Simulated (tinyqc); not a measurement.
Worked calculation: UKS/PBE in the sto-6g basis, for Be+, spin multiplicity 2. One step of it, computed by the program tinyqc.

Task: Orthogonalisation. S = U s U^T; symmetric (Loewdin) form X = U s^(-1/2) U^T, so that X^T S X = 1.

overlap S:
```
           1Be 1s    1Be 2s   1Be 2px   1Be 2py   1Be 2pz
1Be 1s   1.000000  0.254764  0.000000  0.000000  0.000000
1Be 2s   0.254764  1.000000  0.000000  0.000000  0.000000
1Be 2px  0.000000  0.000000  1.000000  0.000000  0.000000
1Be 2py  0.000000  0.000000  0.000000  1.000000  0.000000
1Be 2pz  0.000000  0.000000  0.000000  0.000000  1.000000
```

Give: eigenvalues of S; X.

Result:

eigenvalues of S: 0.7452  1.0000  1.0000  1.0000  1.2548

X:
```
          1Be 1s   1Be 2s  1Be 2px  1Be 2py  1Be 2pz
1Be 1s    1.0256  -0.1328   0.0000   0.0000   0.0000
1Be 2s   -0.1328   1.0256   0.0000   0.0000   0.0000
1Be 2px   0.0000   0.0000   1.0000   0.0000   0.0000
1Be 2py   0.0000   0.0000   0.0000   1.0000   0.0000
1Be 2pz   0.0000   0.0000   0.0000   0.0000   1.0000
```
